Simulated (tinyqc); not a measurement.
Free and trapped electrons in a MOS channel with a dense trap tail: two steps of the calculation.

p-type body, charge-sheet picture, full ionisation (an idealisation for deep acceptors), Boltzmann statistics for free electrons. e = Ec - EF at the surface. Acceptor-like traps of density D(E) = D0 + De exp(-E/Ew) at depth E below Ec, from 0 to Eu, hold n_t = integral of D(E)/(1 + exp((e - E)/Vt)). psi = Eg - Vt ln(Nv/Na) - e; N_dep = sqrt(2 eps0 eps_r Na (psi - Vt)/q); n_f = sqrt(N_dep^2 + 2 eps0 eps_r Vt Nc exp(-e/Vt)/q) - N_dep; Vg = Vfb + psi + q (N_dep + n_t + n_f)/Cox, Cox = eps0 eox/tox.

Values chosen for this exercise; band and dielectric values close to those of 4H silicon carbide:
- T = 300 K (temperature)
- Eg = 3.21 eV (band gap)
- eps_r = 9.56 (relative permittivity)
- Nc = 1.73e19 cm^-3 (conduction-band density of states at T)
- Nv = 2.49e19 cm^-3 (valence-band density of states at T)
- eox = 3.9 (relative permittivity of the insulator)
- tox = 29 nm (insulator thickness)
- Na = 2.8e16 cm^-3 (acceptor density)
- Vfb = -2.31 V (flat-band voltage without trapped charge)
- D0 = 1.2e10 cm^-2 eV^-1 (constant background density of acceptor-like traps)
- De = 4.5e13 cm^-2 eV^-1 (density of the tail at the conduction edge)
- Ew = 0.11 eV (decay energy of the tail)
- Eu = 0.94 eV (depth below Ec down to which the traps reach)
- mf = 190 cm^2/(V s) (mobility of free electrons)
- e = 0.108 eV (Ec - EF at the surface)

Constants: q = 1.602176634e-19 C, kB = 1.380649e-23 J/K, Vt = kB T/q, eps0 = 8.8541878128e-14 F/cm where lengths are in cm. Results are converted to the units shown.

Task 1. Trapped charge. Trapezoid rule on 16 equal steps from 0 to Eu, f = 1/(1 + exp((e - E)/Vt)).

Find: E; D(E) f; n_t.

Result 1.

| point | E (eV) | D(E) f (cm^-2 eV^-1) |
|---|---|---|
| 0 | 0 | 6.798e11 |
| 1 | 0.05875 | 3.419e12 |
| 2 | 0.1175 | 9.144e12 |
| 3 | 0.1762 | 8.472e12 |
| 4 | 0.2350 | 5.287e12 |
| 5 | 0.2938 | 3.125e12 |
| 6 | 0.3525 | 1.838e12 |
| 7 | 0.4113 | 1.082e12 |
| 8 | 0.4700 | 6.395e11 |
| 9 | 0.5288 | 3.798e11 |
| 10 | 0.5875 | 2.276e11 |
| 11 | 0.6462 | 1.384e11 |
| 12 | 0.7050 | 8.609e10 |
| 13 | 0.7638 | 5.543e10 |
| 14 | 0.8225 | 3.746e10 |
| 15 | 0.8812 | 2.693e10 |
| 16 | 0.9400 | 2.075e10 |

n_t = 2.016e12 cm^-2

Task 2. Charges and gate voltage. psi, N_dep, n_f and Vg as defined, with the n_t given; free share n_f/(n_f + n_t); apparent mobility mf n_f/(n_f + n_t); gate voltage spent on traps q n_t/Cox.

n_t = 2.0155694e12 cm^-2

Find: psi; N_dep; n_f; Vg; free share; apparent mobility; gate voltage spent on traps.

Result 2.

psi = 2.926 V
N_dep = 9.264e11 cm^-2
n_f = 3.832e10 cm^-2
Vg = 4.627 V
free share = 1.866 %
apparent mobility = 3.545 cm^2/(V s)
gate voltage spent on traps = 2.712 V

Computed by the program tinyqc: `OMP_NUM_THREADS=1 python tinyqc.py 2222127 2222128 out.jsonl`, one thread of a shared Intel Xeon 2.30GHz, about 0.02 s for the whole run.
